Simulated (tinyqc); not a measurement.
Polytypes by hexagonality, and a cubic inclusion as a quantum well: one step. Gaps and band edges. Four cases, with inputs chosen for the exercise.

Task: Evaluate for each polytype.

Gap: E3 + (E2 - E3) h. Valence top Ev2 h and polarisation P2 h, both counted from 3C; Ec = Ev + gap.

Give: a table of polytype, gap (eV), Ev (eV), Ec (eV), P (C/m^2).

Case 1.

Values chosen (of the order of those of InAs; not measured data): E3 = 0.416 eV (gap of the cubic polytype); E2 = 0.457 eV (gap of 2H); Ev2 = 0.05 eV (valence top of 2H above that of 3C); P2 = 0.002 C/m^2 (spontaneous polarisation of 2H).

Hexagonality:
```
polytype  h/k string         h
3C               kkk  0.000000
4H              hkhk  0.500000
2H                hh  1.000000
10H       hkkkkhkkkk  0.200000
8H          hkkkhkkk  0.250000
```

Result:

Results:
```
polytype  gap (eV)  Ev (eV)  Ec (eV)  P (C/m^2)
3C          0.4160   0.0000   0.4160    0.00000
4H          0.4365   0.0250   0.4615    0.00100
2H          0.4570   0.0500   0.5070    0.00200
10H         0.4242   0.0100   0.4342    0.00040
8H          0.4263   0.0125   0.4387    0.00050
```

The widest gap is that of 2H, the narrowest that of 3C. Ev and Ec both rise with h, so 3C collects electrons and the more hexagonal side holes: a staggered line-up.

Case 2.

Values chosen (of the order of those of InAs; not measured data): E3 = 0.414 eV (gap of the cubic polytype); E2 = 0.456 eV (gap of 2H); Ev2 = 0.045 eV (valence top of 2H above that of 3C); P2 = 0.0018 C/m^2 (spontaneous polarisation of 2H).

Hexagonality:
```
polytype       h/k string         h
9R              hkhhkhhkh  0.666667
10H            hkkkkhkkkk  0.200000
15R       hkkhkhkkhkhkkhk  0.400000
2H                     hh  1.000000
3C                    kkk  0.000000
```

Result:

Results:
```
polytype  gap (eV)  Ev (eV)  Ec (eV)  P (C/m^2)
9R          0.4420   0.0300   0.4720    0.00120
10H         0.4224   0.0090   0.4314    0.00036
15R         0.4308   0.0180   0.4488    0.00072
2H          0.4560   0.0450   0.5010    0.00180
3C          0.4140   0.0000   0.4140    0.00000
```

The widest gap is that of 2H, the narrowest that of 3C. Ev and Ec both rise with h, so 3C collects electrons and the more hexagonal side holes: a staggered line-up.

Case 3.

Values chosen (of the order of those of InAs; not measured data): E3 = 0.417 eV (gap of the cubic polytype); E2 = 0.461 eV (gap of 2H); Ev2 = 0.036 eV (valence top of 2H above that of 3C); P2 = 0.0022 C/m^2 (spontaneous polarisation of 2H).

Hexagonality:
```
polytype  h/k string         h
4H              hkhk  0.500000
2H                hh  1.000000
8H          hkkkhkkk  0.250000
10H       hkkkkhkkkk  0.200000
6H            hkkhkk  0.333333
```

Result:

Results:
```
polytype  gap (eV)  Ev (eV)  Ec (eV)  P (C/m^2)
4H          0.4390   0.0180   0.4570    0.00110
2H          0.4610   0.0360   0.4970    0.00220
8H          0.4280   0.0090   0.4370    0.00055
10H         0.4258   0.0072   0.4330    0.00044
6H          0.4317   0.0120   0.4437    0.00073
```

The widest gap is that of 2H, the narrowest that of 10H. Ev and Ec both rise with h, so 3C collects electrons and the more hexagonal side holes: a staggered line-up.

Case 4.

Values chosen (of the order of those of InAs; not measured data): E3 = 0.413 eV (gap of the cubic polytype); E2 = 0.463 eV (gap of 2H); Ev2 = 0.044 eV (valence top of 2H above that of 3C); P2 = 0.002 C/m^2 (spontaneous polarisation of 2H).

Hexagonality:
```
polytype  h/k string         h
10H       hkkkkhkkkk  0.200000
8H          hkkkhkkk  0.250000
4H              hkhk  0.500000
6H            hkkhkk  0.333333
2H                hh  1.000000
```

Result:

Results:
```
polytype  gap (eV)  Ev (eV)  Ec (eV)  P (C/m^2)
10H         0.4230   0.0088   0.4318    0.00040
8H          0.4255   0.0110   0.4365    0.00050
4H          0.4380   0.0220   0.4600    0.00100
6H          0.4297   0.0147   0.4443    0.00067
2H          0.4630   0.0440   0.5070    0.00200
```

The widest gap is that of 2H, the narrowest that of 10H. Ev and Ec both rise with h, so 3C collects electrons and the more hexagonal side holes: a staggered line-up.

Computed by tinyqc, one run a case: `OMP_NUM_THREADS=1 python tinyqc.py N N+1 out.jsonl` with N = 1850378, 1850395, 1850557, 1850697; one thread of a shared Intel(R) Xeon(R) Processor @ 2.30GHz, about 0.1 s a run at most.
